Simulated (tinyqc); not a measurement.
Wafer and channel orientation: ellipsoidal valleys in the axes of a wafer and a channel.

Valleys with axes a along x, y and z, two valleys each; inverse mass tensor w = 1/mt + (1/ml - 1/mt) a a. Device axes: z = nz/|nz|, x = nx/|nx|, y = z cross x; in them a = (ax, ay, az). Confinement mass mz = 1/w_zz. In the plane w_ij is replaced by u_ij = w_ij - w_iz w_jz/w_zz (i, j = x, y); density-of-states mass md = 1/sqrt(det u); conductivity mass along x mc = 1/u_xx; ballistic transport mass mx = u_yy/det u, width mass my = 1/u_yy.

Hard walls: E_n = c (n pi/t)^2/mz, c = hbar^2/2m0, n = 1, 2, 3. Non-degenerate share of a valley proportional to md sum_n exp(-E_n/kT); mean 1/mc = sum of share/mc. 1 nm = 10 angstrom.

Constants: hbar^2/2m0 = 3.80998211 eV angstrom^2; kB = 8.617333262e-05 eV/K.

Values chosen for the exercise (near those of the Delta valleys of Si; shifted at random, so the results belong to these values and not to a real crystal): ml = 0.932 m0 (longitudinal mass); mt = 0.187 m0 (transverse mass); t = 4.7 nm (thickness of the film); T = 400 K (temperature).

For each face/channel: the lowest ladder (mz, number of valleys, md, E1, share) and the mean conductivity mass over all valleys.

Results:

| face/channel | mz | valleys | md | E1 (meV) | share | mean mc |
|---|---|---|---|---|---|---|
| (110)/[1-11] | 0.311 | 4 | 0.323 | 54.6 | 0.818 | 0.3178 |
| (100)/[011] | 0.932 | 2 | 0.187 | 18.3 | 0.693 | 0.2132 |
| (111)/[1-10] | 0.255 | 6 | 0.358 | 66.8 | 1.000 | 0.2937 |
| (110)/[001] | 0.311 | 4 | 0.323 | 54.6 | 0.818 | 0.2189 |
| (210)/[001] | 0.519 | 2 | 0.251 | 32.8 | 0.589 | 0.2167 |
| (113)/[1-10] | 0.540 | 2 | 0.246 | 31.5 | 0.601 | 0.2258 |
| (001)/[100] | 0.932 | 2 | 0.187 | 18.3 | 0.693 | 0.2132 |

The mean conductivity mass is lowest, 0.2132, for (100)/[011] and (001)/[100] and highest, 0.3178, for (110)/[1-11]; the bulk value is 0.2549. The confinement energy is lowest on the face with the heaviest mz ((100), 18 meV). The density of states of the lowest ladder, valleys times md, runs between 0.374 and 2.145; a small value limits the charge through the quantum capacitance.

Run: tinyqc, `OMP_NUM_THREADS=1 python tinyqc.py 1880386 1880387 out.jsonl`; Intel(R) Xeon(R) Processor @ 2.30GHz, one thread, shared host; about 0.01 s of CPU time with all checks.
